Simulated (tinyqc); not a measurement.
## Bandgap voltage reference from two bipolar transistors: effect of the area ratio of the second transistor

Two transistors of area 1 and N carry the same current I. Is(T) = Is (T/T0)^eta exp[(Vg0 q/kB)(1/T0 - 1/T)], VBE1 = Vt ln(I/Is(T)) + I rb, VBE2 = Vt ln(I/(N Is(T))) + I rb/N. The amplifier forces I R1(T) = VBE1 - VBE2 + Vos, with R(T) = R (1 + tc (T - T0)) for both resistors, and the output is Vref = VBE1 + I R2(T). Base currents and the Early effect are neglected.

Vt = kB T/q; I = (Vt ln N + Vos)/(R1(T) - rb (1 - 1/N)). Box coefficient: span of Vref between 233 and 398 K over its average over T and over 165 K. The last column is the R2 that gives zero slope at T0.

Parameters, values chosen for the exercise; values of the order met in silicon bipolar transistors:
- T0 = 298 K (reference temperature)
- Vg0 = 1.163 V (band-gap voltage extrapolated to 0 K)
- eta = 3.9 (temperature exponent of the saturation current)
- Is = 1.9e-16 A (saturation current of the unit transistor at T0)
- R1 = 3.9 kohm (resistor across which the difference of VBE falls, at T0)
- tc = 0 ppm/K (temperature coefficient of both resistors)
- Vos = 0 mV (offset of the amplifier)
- rb = 0 ohm (series resistance of the unit transistor)
- R2 = 42.84 kohm (output resistor at T0)

Constants: q = 1.602176634e-19 C, kB = 1.380649e-23 J/K. Results are converted to the units shown.

Effect of the area ratio of the second transistor:

| N | I at T0 (uA) | Vref at T0 (V) | slope at T0 (uV/K) | box coefficient (ppm/K) | R2 for zero slope (kohm) |
|---|---|---|---|---|---|
| 2 | 4.564 | 0.8093 | -1437 | 1849 | 136.6 |
| 4 | 9.128 | 1.023 | -720.9 | 725.7 | 66.37 |
| 8 | 13.69 | 1.229 | -29.82 | 35.97 | 43.49 |
| 15 | 17.83 | 1.413 | 588.0 | 405.5 | 33.01 |
| 24 | 20.93 | 1.549 | 1047 | 660.8 | 27.93 |
| 48 | 25.49 | 1.750 | 1720 | 960.3 | 22.73 |
| 100 | 30.32 | 1.961 | 2429 | 1207 | 18.96 |

What does the comparison show?

As N goes from 2 to 100, Vref rises from 0.8093 to 1.961 V and the box coefficient goes from 1850 through a minimum of 36.0 (at N = 8 among the rows listed) to 1210 ppm/K. A larger N needs a smaller R2/R1, which lowers the gain seen by offset and noise.

Program tinyqc, `OMP_NUM_THREADS=1 python tinyqc.py 2062096 2062097 out.jsonl`; Intel Xeon 2.30GHz, shared host, one thread, about 0.03 s.
